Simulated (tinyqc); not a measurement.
What moves the results: quaternary alloy A(x)B(1-x)C(y)D(1-y) matched to a substrate. A value that a table varies takes the place of the one given here.

Q(x,y) = x y Q_AC + x (1 - y) Q_AD + (1 - x) y Q_BC + (1 - x)(1 - y) Q_BD for the lattice constant. Gap, rule 1: Q(x,y) - x (1 - x)[y C_ABC + (1 - y) C_ABD] - y (1 - y)[x C_ACD + (1 - x) C_BCD]. Rule 2 (mean of ternaries): {x (1 - x)[y T_ABC(x) + (1 - y) T_ABD(x)] + y (1 - y)[x T_ACD(y) + (1 - x) T_BCD(y)]}/{x (1 - x) + y (1 - y)}, T_ABC(x) = x E_AC + (1 - x) E_BC - C_ABC x (1 - x), T_ACD(y) = y E_AC + (1 - y) E_AD - C_ACD y (1 - y), and alike. Only the Gamma valley is followed.

Matching a(x,y) = a_s gives x = (a_s - y a_BC - (1 - y) a_BD)/(y (a_AC - a_BC) + (1 - y)(a_AD - a_BD)).
Constants: hc = 1239.841984 eV nm.

Inputs chosen for the exercise (AC, AD, BC, BD near GaAs, GaP, InAs and InP; substrate near InP; shifted at random, so the results belong to these values and not to a real crystal): a = (5.654, 5.45, 6.059, 5.878) angstrom (lattice constants of AC, AD, BC, BD); Eg = (1.514, 2.894, 0.415, 1.442) eV (gaps at Gamma of AC, AD, BC, BD); Cb = (0.458, 0.626, 0.174, 0.111) eV (bowing of ABC, ABD, ACD, BCD); a_s = 5.878 angstrom (substrate); y = 0.36 (fraction of C).

## Along the matched line

x follows from y.

Results:

| y | x | bilinear (eV) | rule 1 (eV) | rule 2 (eV) | wavelength 1 (nm) | wavelength 2 (nm) |
|---|---|---|---|---|---|---|
| 0.03 | 0.0127 | 1.4295 | 1.4185 | 1.4249 | 874 | 870 |
| 0.15 | 0.0640 | 1.3774 | 1.3268 | 1.3559 | 934 | 914 |
| 0.27 | 0.1159 | 1.3219 | 1.2391 | 1.2862 | 1001 | 964 |
| 0.39 | 0.1685 | 1.2629 | 1.1554 | 1.2156 | 1073 | 1020 |
| 0.51 | 0.2218 | 1.2003 | 1.0758 | 1.1437 | 1152 | 1084 |
| 0.63 | 0.2758 | 1.1341 | 1.0003 | 1.0700 | 1240 | 1159 |
| 0.75 | 0.3305 | 1.0641 | 0.9288 | 0.9929 | 1335 | 1249 |
| 0.87 | 0.3860 | 0.9904 | 0.8614 | 0.9085 | 1439 | 1365 |
| 0.99 | 0.4422 | 0.9128 | 0.7980 | 0.8037 | 1554 | 1543 |

How do the results move?

The matched alloys span 0.798 to 1.418 eV by rule 1, monotonically in y. Along the line dx/dy is +0.427 between the first two rows and +0.469 between the last two. In energy the two rules differ most at y = 0.63, by 70 meV (81 nm there), which measures how far the ternary data leave the interior open. Miscibility gaps are not considered.

## What each parameter does

x is matched anew each time. Each row changes one parameter from the base and keeps the others.

Results:

| case | x | rule 1 (eV) | rule 2 (eV) |
|---|---|---|---|
| base | 0.1552 | 1.1760 | 1.2333 |
| y = 0.37 | 0.1596 | 1.1691 | 1.2274 |
| a_s = 5.882 angstrom | 0.1457 | 1.1673 | 1.2227 |
| Cb = (0.55, 0.751, 0.209, 0.133) eV | 0.1552 | 1.1556 | 1.2244 |
| Eg = (1.564, 2.894, 0.415, 1.442) eV | 0.1552 | 1.1788 | 1.2361 |
| a = (5.664, 5.45, 6.059, 5.878) angstrom | 0.1566 | 1.1772 | 1.2348 |

What does this show?

The largest shifts from the base row, up to three for each result and ties (the steps differ in size, so this ranks the rows, not the parameters). x: a_s -0.0095, y +0.0044, a +0.0013; unchanged at the printed digits by Cb and Eg. rule 1 (eV): Cb -0.0204, a_s -0.0087, y -0.0069. rule 2 (eV): a_s -0.0107, Cb -0.0089, y -0.0059.

Program tinyqc; command `OMP_NUM_THREADS=1 python tinyqc.py 1050740 1050741 out.jsonl`; about 0.01 s on one thread of a shared Intel(R) Xeon(R) Processor @ 2.30GHz.
